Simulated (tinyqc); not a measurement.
Domain walls in a thin film with perpendicular anisotropy: Bloch, Neel and chiral walls, motion and stripe domains: one step, computed by the program tinyqc. Command: `OMP_NUM_THREADS=1 python tinyqc.py 3026142 3026143 out.jsonl mwall walk`. One thread of a shared host (Intel(R) Xeon(R) Processor @ 2.30GHz), about 0.01 s of CPU time with the checks.

One-dimensional wall: polar angle theta(x), azimuth phi of the moment in the wall (phi = 0 Neel, 90 degrees Bloch). mu_0 = 1.25663706212e-6 T m/A, gamma = 1.76085963023e11 rad/(s T).

Problem. Walker breakdown. Field drive: steady motion v = gamma Delta B/alpha needs B = (alpha/2) [2 B_D sin(phi) - B_K sin(2 phi)] in size, B_K = 2 K_D/M_s, B_D = pi D/(2 M_s Delta), with phi moving from its rest value; the Walker field B_W is the largest value of |B_D sin(phi) - (B_K/2) sin(2 phi)| times alpha, reached at cos(phi) = [d - sqrt(d^2 + 8)]/4, d = B_D/B_K. Far above B_W/alpha, v = gamma Delta B alpha/(1 + alpha^2); this is used for all B above B_W.

Inputs (values chosen for the exercise, for a model film):
```
quantity                      value    unit
saturation magnetisation M_s   1400    kA/m
DMI constant D                 0.13  mJ/m^2
damping alpha                 0.014       -
field mu_0 H_z                  1.4      mT
```

Drive: magnetic field.

K_D = 106.1615 kJ/m^3

width parameter Delta = 6.398595 nm

Give: B_K; B_D; Walker field B_W; velocity at B_W; velocity at B.

Solution.

B_K = 151.7 mT

B_D = 22.80 mT

Walker field B_W = 1.293 mT

velocity at B_W = 104.1 m/s

velocity at B = 0.02208 m/s

B is above B_W: the wall moment precesses, and the far-field formula is used. Without D, B_W would be alpha B_K/2 = 1.06 mT, so D raises it 1.2 times. Caution: below about 3 B_W/alpha the mean velocity lies above the far-field formula, by a factor of roughly 1 + (B_W/(alpha B))^2/2.
